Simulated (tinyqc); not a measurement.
# Small-signal admittance of a forward-biased p+-n diode: what changes with what

Holes injected into a neutral base of width wb with an ohmic contact at its end; low injection, p0 far above the equilibrium density. A small voltage v exp(i w t), w = 2 pi f, modulates the edge density by p0 v/Vt, and the small-signal density obeys Dp d2p/dx2 = (1/tau + i w) p.

Parameters, values chosen for the exercise; permittivity close to that of gallium arsenide:

| symbol | value | unit | meaning |
|---|---|---|---|
| T | 275 | K | temperature |
| eps_r | 12.9 |  | relative permittivity |
| Nd | 4.3e15 | cm^-3 | donor density of the base |
| Dp | 5.4 | cm^2/s | hole diffusion coefficient |
| tau | 8e-9 | s | hole lifetime |
| wb | 7.5 | um | width of the neutral base |
| p0 | 1.6e13 | cm^-3 | excess hole density at the junction edge |
| Na | 3e18 | cm^-3 | acceptor density of the p+ side |
| Rs | 0.0026 | ohm cm^2 | series resistance |
| f | 7.8e7 | Hz | signal frequency |

Constants: q = 1.602176634e-19 C, kB = 1.380649e-23 J/K, Vt = kB T/q, eps0 = 8.8541878128e-14 F/cm where lengths are in cm. Results are converted to the units shown.

Each table varies one quantity; the others keep the values above.

## Admittance against frequency

L = sqrt(Dp tau); direct current J = (q Dp p0/L) coth(wb/L); k = sqrt(1 + i w tau)/L; diffusion admittance Y = (q Dp p0/Vt) k coth(k wb) = G + i w C_diff; junction capacitance C_j = sqrt(q eps0 eps_r Nd/(2 Vr)) in the depletion approximation, with the remaining barrier Vr = Vt ln(Na/p0), a rough value under forward bias; base-width modulation is left out. Measured admittance 1/[Rs + 1/(Y + i w C_j)].

The same in every row: C_j (uF/cm^2) = 0.03698.

Admittance against frequency:
```
f (Hz)     w tau  G (S/cm^2)  C_diff (uF/cm^2)  measured G (S/cm^2)  measured C (uF/cm^2)  phase of the measured Y (degrees)
70000   0.003519       2.815           0.01114                2.794               0.04742                             0.4277
3e5      0.01508       2.815           0.01114                2.794               0.04742                              1.832
1e6      0.05027       2.815           0.01114                2.795               0.04742                              6.084
5e6       0.2513       2.835           0.01107                2.820               0.04734                              27.81
2e7        1.005       3.088           0.01022                3.153               0.04644                              61.62
8e7        4.021       4.507          0.007010                5.678               0.04284                              75.23
3e8        15.08       7.977          0.003961                21.83               0.03783                              72.98
1e9        50.27       14.23          0.002220                116.1               0.02639                              55.00
6e9        301.6       34.57          9.139e-4                356.6              0.002529                              14.97
```

Read the table: what changes, and by how much?

G starts at J/Vt = 2.81 S/cm^2 and C_diff at (J tau/(2 Vt))(1 - 2 x/sinh 2x) = 0.0111 uF/cm^2, x = wb/L = 3.61. Between the last two rows G goes as f^(0.50) and C_diff as f^(-0.50); the limits are 1/2 and -1/2, reached when the signal penetrates only sqrt(Dp/w). The measured C is 1.4 % below C_diff + C_j in the first row and 93 % below it in the last, the difference being due to Rs.

## Effect of the excess hole density at the junction edge

Same model as above.

The same in every row: w tau = 3.921.

Results:
columns A: p0 (cm^-3); B: G (S/cm^2); C: C_diff (uF/cm^2); D: C_j (uF/cm^2); E: measured G (S/cm^2); F: measured C (uF/cm^2); G: phase of the measured Y (degrees)
```
A            B         C        D       E        F      G
4e8   1.116e-4  1.769e-7  0.02702  0.4556  0.02699  88.03
4e9   0.001116  1.769e-6  0.02850  0.5079  0.02847  87.92
4e10   0.01116  1.769e-5  0.03026  0.5827  0.03023  87.75
4e11    0.1116  1.769e-4  0.03239  0.7720  0.03249  87.22
4e13     11.16   0.01769  0.03846   12.64  0.05277  63.95
4e14     111.6    0.1769  0.04314   99.95   0.1262  31.76
```

Estimate the missing row, p0 = 4e12 cm^-3.

Computed row:
columns A: p0 (cm^-3); B: G (S/cm^2); C: C_diff (uF/cm^2); D: C_j (uF/cm^2); E: measured G (S/cm^2); F: measured C (uF/cm^2); G: phase of the measured Y (degrees)
```
A         B         C        D      E        F      G
4e12  1.116  0.001769  0.03503  1.949  0.03651  83.78
```

With this row back in the table: As p0 goes from 4e8 to 4e14, G rises from 1.12e-4 to 112 S/cm^2, C_diff rises from 1.77e-7 to 0.177 uF/cm^2 and the measured C rises from 0.0270 to 0.126 uF/cm^2. C_diff exceeds C_j for p0 = 4e14.

tinyqc, about 0.01 s, one thread, Intel Xeon 2.30GHz (shared host): `OMP_NUM_THREADS=1 python tinyqc.py 2890141 2890142 out.jsonl`
